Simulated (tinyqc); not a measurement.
Worked calculation: UHF in the sto-6g basis, for BeH+, spin multiplicity 1. One step of it, computed by the program tinyqc.

Task: Iteration 3: DIIS coefficients. Solve [B -1; -1 0][c; lambda] = [0; -1] for the coefficients, which sum to one.

B (overlaps of the stored error matrices), lower triangle:
```
,1,2,3
1,1.2808292e-01
2,6.0743643e-02,5.9503340e-02
3,3.1588004e-02,3.8022417e-02,2.7346497e-02
```

Give: DIIS coefficients.

Result:

DIIS coefficients: 0.2311  -1.3834  2.1522
